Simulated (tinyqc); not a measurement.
When the interface binds a state: heterojunction of two tight-binding chains.

Left chain: hopping -t1, sites at 2 t1 (band bottom 0). Right chain: hopping -t2, sites at dE + 2 t2 (bottom dE). t = c/(m a^2), c = hbar^2/2m0. The bond across the interface is -tc with tc = f sqrt(t1 t2), and the last left site has the extra energy U. In a chain E = bottom + 2t (1 - cos(ka)); the surface Green function of a half chain is g = -exp(ika)/t, with Im k > 0 where cos(ka) > 1.

Constants: hbar^2/2m0 = 3.80998211 eV angstrom^2.

Values chosen for the exercise (masses and offset of the size met at InAs / GaSb; not measured data): a = 4 angstrom (site spacing); m1 = 0.028 m0 (mass on the left); m2 = 0.042 m0 (mass on the right); dE = 0.94 eV (band offset); f = 1 (factor on the interface hopping).

A state below both bands solves E - 2 t1 - U - S1(E) - S2(E) = 0 for E < 0, with S1 = -t1 z1, S2 = -(tc^2/t2) z2 and |z| < 1 the decaying root of z + 1/z = 2 - (E - bottom)/t. Decay lengths -a/ln|z|. The threshold is the U that solves the equation at E = 0. A dash: no bound state.

Interface state:
```
U (eV),E (eV),decay left (angstrom),decay right (angstrom)
-0.85,-,-,-
-1.70,-,-,-
-2.55,-,-,-
-3.11,-0.0084,127.5,9.8
-3.68,-0.0647,45.9,9.6
-4.53,-0.2144,25.2,8.9
-5.66,-0.4980,16.6,8.0
-8.49,-1.5210,9.5,6.2
```

threshold U = -2.8289 eV

How do the results move, and what explains it?

The step pushes the state out, so an attraction must exceed 2.8289 eV to bind; 5 of the 8 rows are bound. At U = -8.49 eV the state decays over 9.5 angstrom to the left and 6.2 to the right, where the band lies higher.

Computed by tinyqc, a small Python program: `OMP_NUM_THREADS=1 python tinyqc.py 1482194 1482195 out.jsonl` (the numbers bound the seed that draws the inputs); one thread of a shared host (Intel(R) Xeon(R) Processor @ 2.30GHz), about 0.01 s for the whole set of steps.
